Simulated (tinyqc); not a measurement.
## Reverse leakage of an n+-p junction: diffusion, generation, trap-assisted and band-to-band tunnelling: leakage components against the temperature

One-sided abrupt junction in the depletion approximation, x from the junction (0) to W on the p side, field F = F0 (1 - x/W). Flat quasi-Fermi levels, long p side. Traps generate through SRH with both lifetimes shortened by 1 + Gamma (Hurkx enhancement, form for moderate fields); band-to-band generation is local and needs a total bending above Eg.

Nc and Nv are given at 350 K and scale as (T/350 K)^1.5; all else is held fixed. ni = sqrt(Nc Nv) exp(-Eg/(2 Vt)), Eg in volts; Vbi = Vt ln(Na Nd/ni^2); W = sqrt(2 eps0 eps_r (Vbi + VR)/(q Na)); F0 = 2 (Vbi + VR)/W; FG = sqrt(24 mt m0 (kB T)^3)/(q hbar); J_diff = q ni^2 sqrt(Dn/tau)(1 - exp(-VR/Vt))/Na. u = (Vbi + VR)(1 - x/W)^2, p = Na exp(-u/Vt), n = Nd exp((u - Vbi - VR)/Vt); G0 = ni^2 (1 - exp(-VR/Vt))/(tau (n + p + 2 ni cosh(Et/Vt))); Gamma = 2 sqrt(3 pi)(F/FG) exp((F/FG)^2); trap-assisted part G0 Gamma; G_bb = Ab F^2.5 exp(-Bb/F) with F in V/cm, zero unless Vbi + VR > Eg. Currents are q times the integrals over 0 to W; J_bb under 1e-8 of J is printed as 0; rows with F0/FG above 2.2, beyond the range of this Gamma, are left out.

Parameters, values chosen for the exercise; band and dielectric values close to those of silicon:
```
symbol    value                 unit                                                         meaning
Eg         1.11                   eV                                                        band gap
eps_r      11.7                                                                relative permittivity
Nc      3.54e19                cm^-3  conduction-band density of states at the reference temperature
Nv      3.39e19                cm^-3     valence-band density of states at the reference temperature
Na       2.3e16                cm^-3                            acceptor density of the lighter side
Nd         1e19                cm^-3                               donor density of the heavier side
tau        9e-6                    s                     SRH lifetime of both carriers at zero field
Et            0                   eV                            trap level above the intrinsic level
mt         0.24                   m0                                                 tunnelling mass
Dn           16               cm^2/s              electron diffusion coefficient on the lighter side
Ab       2.1e14  cm^-0.5 V^-2.5 s^-1                                          band-to-band prefactor
Bb       1.84e7                 V/cm                                     band-to-band field constant
VR          2.3                    V                                                    reverse bias
```

Constants: q = 1.602176634e-19 C, kB = 1.380649e-23 J/K, hbar = 1.054571817e-34 J s, m0 = 9.1093837015e-31 kg, Vt = kB T/q, eps0 = 8.8541878128e-14 F/cm where lengths are in cm. Results are converted to the units shown.

The same in every row: J_bb (A/cm^2) = 0.

Result of one run:
```
T (K)  F0 (kV/cm)  F0/FG  J_diff (A/cm^2)  J_SRH (A/cm^2)  J_TAT (A/cm^2)  J (A/cm^2)              largest part
340           150  0.344         3.60e-10         4.43e-8         6.11e-8     1.06e-7  trap-assisted tunnelling
```

What becomes of these results when the temperature T is changed from 340 to 400 K, all else the same?

Result of the changed run:
```
T (K)  F0 (kV/cm)  F0/FG  J_diff (A/cm^2)  J_SRH (A/cm^2)  J_TAT (A/cm^2)  J (A/cm^2)              largest part
400           149  0.267          1.72e-7         1.00e-6         1.03e-6     2.20e-6  trap-assisted tunnelling
```

The whole series:
```
T (K)  F0 (kV/cm)  F0/FG  J_diff (A/cm^2)  J_SRH (A/cm^2)  J_TAT (A/cm^2)  J (A/cm^2)              largest part
220           153  0.672         1.03e-19        7.12e-13        2.33e-12    3.05e-12  trap-assisted tunnelling
250           152  0.553         1.71e-16        2.93e-11        7.28e-11    1.02e-10  trap-assisted tunnelling
280           151  0.464         5.99e-14        5.56e-10         1.10e-9     1.66e-9  trap-assisted tunnelling
310           151  0.397         6.97e-12         6.08e-9         9.94e-9     1.60e-8  trap-assisted tunnelling
340           150  0.344         3.60e-10         4.43e-8         6.11e-8     1.06e-7  trap-assisted tunnelling
370           149  0.302          1.00e-8         2.37e-7         2.80e-7     5.28e-7  trap-assisted tunnelling
400           149  0.267          1.72e-7         1.00e-6         1.03e-6     2.20e-6  trap-assisted tunnelling
430           148  0.238          2.02e-6         3.49e-6         3.14e-6     8.65e-6            SRH generation
```

J rises from 3.05e-12 to 8.65e-6 A/cm^2. Trap-assisted tunnelling leads at T = 220, SRH generation from 430 on. Activation energies over the table: 1.19 eV for diffusion (Eg = 1.11 eV, raised by the T^3 of ni^2), 0.598 eV for SRH generation (Eg/2 + |Et| = 0.555 eV), 0.548 eV for the trap-assisted part, lower since Gamma grows on cooling; the total shows 0.555 eV at the cold end and 0.677 eV at the hot end.

Numbers from tinyqc (`OMP_NUM_THREADS=1 python tinyqc.py 2290078 2290079 out.jsonl`; about 0.01 s on one thread of a shared Intel Xeon 2.30GHz).
